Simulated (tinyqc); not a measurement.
## Gate sheet resistance from two finger widths

Problem. At low frequency R = Rsh Wf/(3 L) + B/Wf, where B collects the channel and vertical terms. Find Rsh, B and the width of lowest R.

Inputs (values chosen for the exercise):
```
symbol  value  unit         meaning
L         1.6    um  channel length
```

input resistance of single fingers, contacted at one end, of width 1.3 and 8.8 um (ohm): 178.49391  36.769697

Solution. R Wf is a straight line in Wf^2; the minimum of R lies where both terms are equal.

Rsh = 5.800 ohm/square
B = 230.0 ohm um
width of lowest R = 13.80 um

Numbers from tinyqc (`OMP_NUM_THREADS=1 python tinyqc.py 2262064 2262065 out.jsonl`; about 0.01 s on one thread of a shared Intel Xeon 2.30GHz).
